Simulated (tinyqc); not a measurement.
Ellipsometry and reflectance of a transparent film on an absorbing substrate: two steps of the calculation.

Air (index 1), film, substrate with N2 = n2 - i k2; time factor exp(+i w t). q_j = sqrt(N_j^2 - sin^2 th), root with positive real part. Fresnel coefficients r_s = (q_a - q_b)/(q_a + q_b), r_p = (N_b^2 q_a - N_a^2 q_b)/(N_b^2 q_a + N_a^2 q_b). tan(Psi) exp(i Delta) = R_p/R_s, Delta taken from 0 to 360 degrees.

Values chosen for this exercise; indices close to those of titanium dioxide on silicon: wavelength lam = 632.8 nm; angle of incidence th = 65 degrees; index of the transparent film n1 = 2.406; film thickness d = 1.2 nm; index of the substrate n2 = 3.882; extinction coefficient of the substrate k2 = 0.019.

Question 1. Interface coefficients and thickness period. q0, q1, q2 and the coefficients r01 and r12 for p and s; the results repeat in d with the period lam/(2 q1).

Give: q0; q1; q2; r01,p; r01,s; r12,p; r12,s; period.

Answer 1.

q0 = 0.4226
q1 = 2.229
q2 = 3.775-0.020i
r01,p = 0.04656
r01,s = -0.6812
r12,p = 0.2117-0.0022i
r12,s = -0.2575+0.0024i
period = 142.0 nm

Question 2. Psi, Delta and reflectances. beta = 2 pi d q1/lam, X = exp(-2 i beta), R = (r01 + r12 X)/(1 + r01 r12 X) for p and s.

q1 = 2.2287759
r01,p = 0.046562677
r01,s = -0.68121054
r12,p = 0.21170314-0.00220275i
r12,s = -0.25751582+0.00241661i

Find: beta; X; R_p; R_s; Psi; Delta; |R_p|^2; |R_s|^2.

Answer 2.

beta = 0.026556 rad
X = 0.99859-0.05309i
R_p = 0.25535-0.01315i
R_s = -0.79850+0.00624i
Psi = 17.755 degrees
Delta = 177.50 degrees
|R_p|^2 = 0.065375
|R_s|^2 = 0.63764

The bare substrate gives Psi = 17.76 and Delta = 179.58 degrees.

tinyqc, about 0.01 s, one thread, Intel Xeon 2.30GHz (shared host): `OMP_NUM_THREADS=1 python tinyqc.py 2870179 2870180 out.jsonl`
